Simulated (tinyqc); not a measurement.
Coverage against grain size: equilibrium and kinetic segregation of a solute to boundaries and growing surfaces. Computed by tinyqc, a small Python program. Command: `OMP_NUM_THREADS=1 python tinyqc.py 3006677 3006678 out.jsonl segreg walk`. One thread of a shared host (Intel(R) Xeon(R) Processor @ 2.30GHz), about 0.01 s of CPU time with the checks.

Inputs (values chosen for the exercise, modelled on a solute in a copper line):
```
quantity                    value  unit
segregation energy Q        0.501    eV
total solute fraction x0  0.00019     -
temperature T                1200     K
boundary thickness delta     0.49    nm
```

Isotherm: Langmuir-McLean.

Constants: k_B = 8.617333262e-05 eV/K.

Method. With theta the solute fraction on boundary sites and x that in the grains, theta/(1 - theta) = [x/(1 - x)] exp[Q/(k_B T)]. Finite grains: boundary sites are the fraction f = 3 delta/d, and x0 = (1 - f) x + f theta; solve both equations for theta; share at boundaries = f theta/x0.

At T:
```
d (nm)     theta  x in the grains  share at boundaries (%)
15      0.001808       1.4249e-05                   93.236
30      0.003362       2.6545e-05                   86.713
60      0.005897       4.6672e-05                   76.038
120     0.009455       7.5099e-05                   60.958
250     0.013758       1.0975e-04                   42.576
500     0.017394       1.3927e-04                   26.915
1000    0.020029       1.6079e-04                   15.496
5000    0.022776       1.8336e-04                    3.524
```

What does the comparison show, and why?

From the largest grains to the smallest the share at boundaries rises from 3.5 to 93 %, and x/x0 falls to 0.075. In the dilute limit x/x0 = 1/(1 - f + f exp(Q/(k_B T))), which gives 0.075 at 15 nm.

Extremes, crossings and ranges named in words are read from the listed rows.
